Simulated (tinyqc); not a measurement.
Film and buried-oxide thickness from two coupling ratios.

Problem. In a depleted film -dVT/dVb is k1 = Cs Cbox/(Cox (Cs + Cbox)) for a front channel and k2 = Cbox (Cox + Cs)/(Cox Cs) for a back channel, with Cox = eps0 eox/tox, Cs = eps0 eps_r/ts, Cbox = 3.9 eps0/tb. Find ts and tb.

Inputs (values chosen for the exercise); band and dielectric values those of a made-up semiconductor:
- eps_r = 12.5 (relative permittivity)
- eox = 7.4 (relative permittivity of the gate insulator (close to silicon nitride))
- tox = 3.8 nm (insulator thickness)

coupling ratios for a front and a back channel: 0.15827138  0.33239115

Answer. With y = Cox/Cs and z = Cox/Cbox, 1/k1 = y + z and k2 = (1 + y)/z, so y = (k2/k1 - 1)/(1 + k2); the thicknesses follow from y and z.

ts = 5.300 nm
tb = 11.00 nm

Computed by the program tinyqc: `OMP_NUM_THREADS=1 python tinyqc.py 2190056 2190057 out.jsonl`, one thread of a shared Intel Xeon 2.30GHz, about 0.3 s for the whole run.
